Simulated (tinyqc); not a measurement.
Coupled-perturbed Hartree-Fock on RHF in the sto-3g basis, for H2, spin multiplicity 1, step by step. One step of it, computed by the program tinyqc.

Question. Iteration 3 (converged): orbitals. Diagonalise F' = X^T F X, C = X C', fill 1 alpha and 1 beta electrons from the bottom; D = 2 C_occ C_occ^T. Each column has its largest component positive (the first on a tie).

converged F (hartree):
```
           1H 1s      2H 1s
1H 1s  -0.435763  -0.649765
2H 1s  -0.649765  -0.435763
```

X:
```
           1H 1s      2H 1s
1H 1s   1.345619  -0.585754
2H 1s  -0.585754   1.345619
```

Give: F' = X^T F X; orbital energies; coefficients C; D after iteration 3.

Answer.

F' = X^T F X (hartree):
```
        1       2
1   0.086  -0.713
2  -0.713   0.086
```

orbital energies (hartree): MO1 -0.627, MO2 0.798

coefficients C:
```
         MO1     MO2
1H 1s  0.537   1.366
2H 1s  0.537  -1.366
```

D after iteration 3:
```
       1H 1s  2H 1s
1H 1s  0.577  0.577
2H 1s  0.577  0.577
```
